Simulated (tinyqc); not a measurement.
Six-transistor SRAM cell, nodal equations and margins: one step of the calculation.

Two cross-coupled inverters (pull-down bn, pull-up bp) hold the nodes Q and QB; access transistors (ba, threshold VTn, gate on the word line at Vdd when selected) join them to the bit lines. Transistor (EKV form, voltages against the body): I = 2 n b Vt^2 [F(vp - Vs) - F(vp - Vd)] from drain to source, F(v) = ln^2(1 + exp(v/(2 Vt))), vp = (Vg - VT + sg |Vd - Vs|)/n. n-channel bodies are at 0; for the p-channel device all voltages are counted down from Vdd. b in uA/V^2 gives I in uA. For an access transistor the bit line is the drain and the node the source. In a read both bit lines are at Vdd. The cell is symmetric (no mismatch).

Question. Read current and disturbance. Iread = Ia(bit line at Vdd, source Q); cell ratio bn/ba; time to pull a bit line of 20 fF down by 0.1 V at that current.

Parameters, values chosen for the exercise:
```
symbol  value    unit                                  meaning
T         300       K                              temperature
Vdd       0.6       V                           supply voltage
n        1.12                                     slope factor
sg       0.09                   drain-induced barrier lowering
VTn       0.3       V                      n-channel threshold
bn        270  uA/V^2  gain factor of the pull-down transistor
ba        110  uA/V^2     gain factor of the access transistor
```

Constants: q = 1.602176634e-19 C, kB = 1.380649e-23 J/K, Vt = kB T/q. Results are converted to the units shown.

(Q, QB) (V): Q 0.055267040, QB 0.59998043

Wanted: Iread; cell ratio; time.

Answer.

Iread = 4.0599 uA
cell ratio = 2.4545
time = 492.62 ps

Numbers from tinyqc (`OMP_NUM_THREADS=1 python tinyqc.py 2340063 2340064 out.jsonl`; about 0.1 s on one thread of a shared Intel Xeon 2.30GHz).
